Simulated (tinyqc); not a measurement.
# Fermi-level pinning from two metals

Problem. Cowley-Sze model with the space charge neglected: phiB = S (phiM - chi) + (1 - S)(Eg - phi0), S = 1/(1 + q Dit dl/(eps0 ei)), dl in cm. Find S, phi0 and Dit.

Parameters, values chosen for the exercise; band and dielectric values close to those of silicon:
- Eg = 1.14 eV (band gap)
- chi = 4.02 eV (electron affinity)
- dl = 0.4 nm (thickness of the interfacial layer)
- ei = 3.9 (relative permittivity of the interfacial layer)

Constants: q = 1.602176634e-19 C, eps0 = 8.8541878128e-14 F/cm where lengths are in cm. Results are converted to the units shown.

barriers for metals with phiM = 4.25 and 5.28 eV (eV): [0.47499637, 0.66384217]

Answer. S is the slope of phiB against phiM; either barrier then gives phi0, and S gives Dit.

S = 0.1833
phi0 = 0.6100 eV
Dit = 2.400e14 cm^-2 eV^-1

Numbers from tinyqc (`OMP_NUM_THREADS=1 python tinyqc.py 2020096 2020097 out.jsonl`; about 0.06 s on one thread of a shared Intel Xeon 2.30GHz).
